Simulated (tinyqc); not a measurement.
Six-transistor SRAM cell, nodal equations and margins: two steps of the calculation.

Two cross-coupled inverters (pull-down bn, pull-up bp) hold the nodes Q and QB; access transistors (ba, threshold VTn, gate on the word line at Vdd when selected) join them to the bit lines. Transistor (EKV form, voltages against the body): I = 2 n b Vt^2 [F(vp - Vs) - F(vp - Vd)] from drain to source, F(v) = ln^2(1 + exp(v/(2 Vt))), vp = (Vg - VT + sg |Vd - Vs|)/n. n-channel bodies are at 0; for the p-channel device all voltages are counted down from Vdd. b in uA/V^2 gives I in uA. For an access transistor the bit line is the drain and the node the source. In a read both bit lines are at Vdd. The cell is symmetric (no mismatch).

Values chosen for this exercise:
- T = 300 K (temperature)
- Vdd = 1.2 V (supply voltage)
- n = 1.3 (slope factor)
- sg = 0.088 (drain-induced barrier lowering)
- VTn = 0.43 V (n-channel threshold)
- VTp = 0.44 V (p-channel threshold (magnitude))
- bn = 270 uA/V^2 (gain factor of the pull-down transistor)
- ba = 220 uA/V^2 (gain factor of the access transistor)
- bp = 130 uA/V^2 (gain factor of the pull-up transistor)

Constants: q = 1.602176634e-19 C, kB = 1.380649e-23 J/K, Vt = kB T/q. Results are converted to the units shown.

Question 1. Node voltages in a read by Newton steps. F1 = In(gate QB, drain Q) - Ip(gate QB, drain Q) - Ia(bit line, Q), F2 the same with Q and QB exchanged; J by central differences with +/- 1e-6 V; solve J d = -F, limit each component to +/- 0.15 V and add.

(Q, QB) after iteration 1 (V): Q 0.1500000, QB 1.1999983

Wanted: F1, F2; J; (Q, QB) after iteration 2.

Answer 1.

F1, F2 (uA): [-9.9204, 0.0023]

J (uS):
```
         Q     QB
F1  319.12  40.52
F2    0.07  79.30
```

(Q, QB) after iteration 2 (V): Q 0.1811, QB 1.1999

Question 2. The largest square in the read butterfly. f(x) is the node voltage of one half-cell in a read for input x (In - Ip - Ia = 0). Static noise margin: side of the largest square between the curve (x, f(x)) and its mirror image (f(y), y); with h(c) the root x of f(x) - x = c, it is the maximum over c > 0 of h(c) - h(-c) + c.

c, point 0 to 6 (V): [0.18, 0.3, 0.43, 0.52, 0.61, 0.67, 0.73]

Find: h(c); h(-c); side.

Answer 2.

h(c), point 0 to 6 (V): [0.54275, 0.53293, 0.52204, 0.51116, 0.48914, 0.46523, 0.43320]
h(-c), point 0 to 6 (V): [0.64022, 0.69982, 0.76994, 0.82184, 0.87910, 0.92091, 0.96525]
side, point 0 to 6 (V): [0.08253, 0.13311, 0.18210, 0.20933, 0.22004, 0.21432, 0.19796]

The maximum over c is 220.1 mV, the read margin; with the word line off (no Ia) the same construction gives 446.6 mV.

Computed by the program tinyqc: `OMP_NUM_THREADS=1 python tinyqc.py 2340098 2340099 out.jsonl`, one thread of a shared Intel Xeon 2.30GHz, about 0.1 s for the whole run.
